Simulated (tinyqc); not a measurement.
Deep-level transient spectroscopy (DLTS) of one majority-carrier trap. Inputs raised by 2 %, one at a time. Computed by tinyqc, a small Python program. Command: `OMP_NUM_THREADS=1 python tinyqc.py 3011775 3011776 out.jsonl dlts sens`. One thread of a shared host (Intel(R) Xeon(R) Processor @ 2.30GHz), about 0.1 s of CPU time with the checks.

A filling pulse loads the traps in a one-sided junction; under reverse bias they empty at the rate e, and the capacitance relaxes as C(t) = C_0 - dC exp(-e t). The signal is S = [C(t_2) - C(t_1)]/dC.

Inputs (values chosen for the exercise, with mass and screening modelled on GaSb):
```
quantity                    value   unit
density-of-states mass m   0.0392    m_0
valleys M                       1      -
trap depth E_t              0.131     eV
cross-section sigma_0     9.7e-15   cm^2
degeneracy ratio g              1      -
gate time t_1               0.005      s
ratio t_2/t_1                  10      -
temperature T                  60      K
doping N                  4.9e+16  cm^-3
trap density N_t          1.7e+15  cm^-3
dielectric constant eps      16.1      -
built-in voltage V_b         0.53      V
reverse bias V_r              6.2      V
diode area                 0.0045   cm^2
```

Carriers: electrons. Extra term: none.

Constants: k_B = 8.617333262e-05 eV/K; k_B = 1.380649e-23 J/K; m_0 = 9.1093837015e-31 kg; h = 6.62607015e-34 J s; eps_0 = 8.8541878128e-12 F/m; e = 1.602176634e-19 C.

Method:
- e = g sigma v N_b exp(-E/k_B T), v = sqrt(3 k_B T/m), N_b = 2 M (2 pi m k_B T/h^2)^(3/2), sigma = sigma_0, E = E_t.
- S(e) = exp(-e t_1) - exp(-e t_2) peaks at the rate window e_0 = ln(t_2/t_1)/(t_2 - t_1).
- T_p solves e(T) = e_0 (bisection between 15 and 1500 K); the half-height points solve S = S_max/2 on either side.
- W = sqrt(2 eps eps_0 (V_b + V_r)/(e N)), C_0 = eps eps_0 area/W. The pulse goes to zero bias, W_0 = W(V_r = 0). Traps within lambda = sqrt(2 eps eps_0 (E_t - E_F)/(e^2 N)) of the depletion edge stay filled, with E_F = k_B T_p ln(N_b/N) from the band, N_b = 2 M (2 pi m k_B T_p/h^2)^(3/2) (dopants taken as fully ionised). dC = C_0 (N_t/2N) f, f = [(W - lambda)^2 - max(W_0 - lambda, 0)^2]/W^2. The simple estimate is 2 N dC/C_0.

Runs:
```
input moved                        from         to  peak temperature T_p (K)  full width (K)  transient amplitude dC (fF)  C_0 (pF)
base run                              -          -                     80.55           11.66                         1615     129.8
trap depth E_t (eV)               0.131    0.13362                     82.01           11.85                         1611     129.8
cross-section sigma_0 (cm^2)    9.7e-15  9.894e-15                     80.48           11.64                         1615     129.8
gate time t_1 (s)                 0.005     0.0051                     80.48           11.64                         1615     129.8
ratio t_2/t_1                        10       10.2                     80.50           11.69                         1615     129.8
density-of-states mass m (m_0)   0.0392   0.039984                     80.48           11.64                         1615     129.8
doping N (cm^-3)                4.9e+16  4.998e+16                     80.55           11.66                         1599     131.0
reverse bias V_r (V)                6.2      6.324                     80.55           11.66                         1606     128.6
```

Exponents ln(y'/y) / ln(x'/x):
```
input                     peak temperature T_p  full width  transient amplitude dC     C_0
trap depth E_t                           0.904       0.818                  -0.133   0.000
cross-section sigma_0                   -0.048      -0.091                   0.000   0.000
gate time t_1                           -0.048      -0.091                   0.000   0.000
ratio t_2/t_1                           -0.032       0.129                   0.000   0.000
density-of-states mass m                -0.048      -0.091                   0.011   0.000
doping N                                 0.000       0.000                  -0.507   0.500
reverse bias V_r                         0.000       0.000                  -0.281  -0.461
```

Which inputs matter most for each result?

Among the inputs moved here: peak temperature T_p answers most in size to trap depth E_t (exponent +0.904), next to cross-section sigma_0 (-0.048); its exponent is below 0.0005 for doping N, reverse bias V_r. Full width answers most in size to trap depth E_t (exponent +0.818), next to ratio t_2/t_1 (+0.129); its exponent is below 0.0005 for doping N, reverse bias V_r. Transient amplitude dC answers most in size to doping N (exponent -0.507), next to reverse bias V_r (-0.281); its exponent is below 0.0005 for cross-section sigma_0, gate time t_1, ratio t_2/t_1. C_0 answers most in size to doping N (exponent +0.500), next to reverse bias V_r (-0.461); its exponent is below 0.0005 for trap depth E_t, cross-section sigma_0, gate time t_1, ratio t_2/t_1, density-of-states mass m. Its exponent +0.500 in doping N: C goes as sqrt(N). Its exponent -0.461 in reverse bias V_r: C goes as (V_b + V_r)^(-1/2).

Extremes, crossings and ranges named in words are read from the listed rows.
